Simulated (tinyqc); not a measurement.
# Two-dimensional dopant profile at a mask edge: lateral junction, overlap and effective channel length, step by step

A worked calculation. Computed by tinyqc, a small Python program that keeps every step. Command: `OMP_NUM_THREADS=1 python tinyqc.py 3030409 3030410 out.jsonl lateral walk`. One thread of a shared host (Intel(R) Xeon(R) Processor @ 2.30GHz), about 0.02 s of CPU time with the checks. Intermediate numbers are printed to about 5 digits and carried at full precision; extremes and crossings named in words are read from the listed rows.

Ions enter for y < 0; the mask (spacer, then gate) covers y > 0. x is the depth. The surface reflects dopant during the anneal.

Inputs (values chosen for the exercise, modelled on a source-drain extension in silicon):
```
quantity               value    unit
dose Q                 2e+14  1/cm^2
projected range R_p       25      nm
vertical straggle         12      nm
lateral straggle          11      nm
anneal budget D t    2.8e-13    cm^2
channel doping C_B   4.1e+18  1/cm^3
gate length L_g          240      nm
offset spacer           0.79      nm
oxide thickness          4.2      nm
```

Constants: eps_0 = 8.8541878128e-12 F/m.

## Widths and vertical profile

Widths s_x^2 = (vertical straggle)^2 + 2 D t, s_y^2 = (lateral straggle)^2 + 2 D t. C(x, y) = V(x) (1/2) erfc(y/(sqrt2 s_y)), V(x) = Q/(sqrt(2 pi) s_x) [exp(-(x - R_p)^2/(2 s_x^2)) + exp(-(x + R_p)^2/(2 s_x^2))]; 1 nm = 1e-7 cm. The vertical junction far from the mask solves V(x) = C_B.

s_x = 14.142 nm

s_y = 13.304 nm

V at the surface = 2.3652e+19 1/cm^3

V at R_p = 5.6528e+19 1/cm^3

vertical junction x_j = 57.384 nm

## Lateral junction at the surface

The lateral junction at depth x solves C = C_B: y_j(x) = sqrt2 s_y erfc^-1(2 C_B/V(x)). Overlap under the gate = y_j(0) - spacer; metallurgical channel L_met = L_g - 2 overlap (tails from the two sides are not added). Abruptness at y_j(0) in nm per decade = ln(10) s_y sqrt(pi/2) exp(u^2) erfc(u), u = y_j/(sqrt2 s_y). Overlap capacitance per width = 3.9 eps_0 overlap/t_ox (zero if there is no overlap).

lateral junction y_j(0) = 12.520 nm

ratio y_j(0)/x_j = 0.21817

overlap = 11.730 nm

metallurgical channel L_met = 216.54 nm

lateral abruptness = 20.725 nm/decade

overlap capacitance = 0.096437 fF/um

The two overlaps take 10 % of the gate length. Caution: the profile peaks below the surface, where the junction reaches further under the gate than y_j(0); the overlap given is the one at the surface.

## Junction contour

The lateral junction at depth x solves C = C_B: y_j(x) = sqrt2 s_y erfc^-1(2 C_B/V(x)). Depths are 0, 0.15, 0.3, 0.45, 0.6, 0.75, 0.9 and 0.97 of x_j.

Contour:
```
x/x_j  x (nm)  V (1/cm^3)  y_j (nm)
0.00    0.000  2.3652e+19    12.520
0.15    8.608  3.2169e+19    15.147
0.30   17.215  4.9143e+19    18.391
0.45   25.823  5.6412e+19    19.372
0.60   34.430  4.5180e+19    17.776
0.75   43.038  2.5013e+19    13.018
0.90   51.646  9.5623e+18     2.388
0.97   55.663  5.3781e+18    -9.498
```

The contour reaches furthest, 19.37 nm, at x/x_j = 0.45 among these rows, below the surface, where punch-through would start. It crosses the mask edge where V = 2 C_B.

## What the anneal budget does

x_j solves V(x) = C_B. Budgets are multiples of the given D t (at 0 the mirror term is kept, which overstates V(0) as implanted); those with V(0) not above 2.5 C_B are left out.

Junctions (nm):
```
multiple     s_x     s_y     x_j  y_j(0)  y_j/x_j   L_met
0.0       12.000  11.000  53.326   6.739  0.12637  228.10
0.1       12.231  11.252  53.773   7.455  0.13865  226.67
0.3       12.681  11.739  54.635   8.770  0.16053  224.04
1.0       14.142  13.304  57.384  12.520  0.21817  216.54
2.0       16.000  15.264  60.766  16.536  0.27212  208.51
4.0       19.183  18.574  66.296  22.274  0.33599  197.03
8.0       24.331  23.854  74.638  29.774  0.39891  182.03
16.0      32.249  31.890  86.410  38.794  0.44896  163.99
```

The ratio y_j/x_j goes from 0.13 to 0.45: as implanted, x_j includes R_p and y_j only the lateral straggle; after long diffusion both scale roughly with sqrt(D t) as long as V(0) stays far above C_B, and the ratio stays below 1 because the edge starts from half the concentration and an erfc falls faster than the Gaussian. L_met shrinks by 64.1 nm over the rows.

Checks made by the program: lateral profile against the convolution of a step with a Gaussian (relative difference below 1e-10).
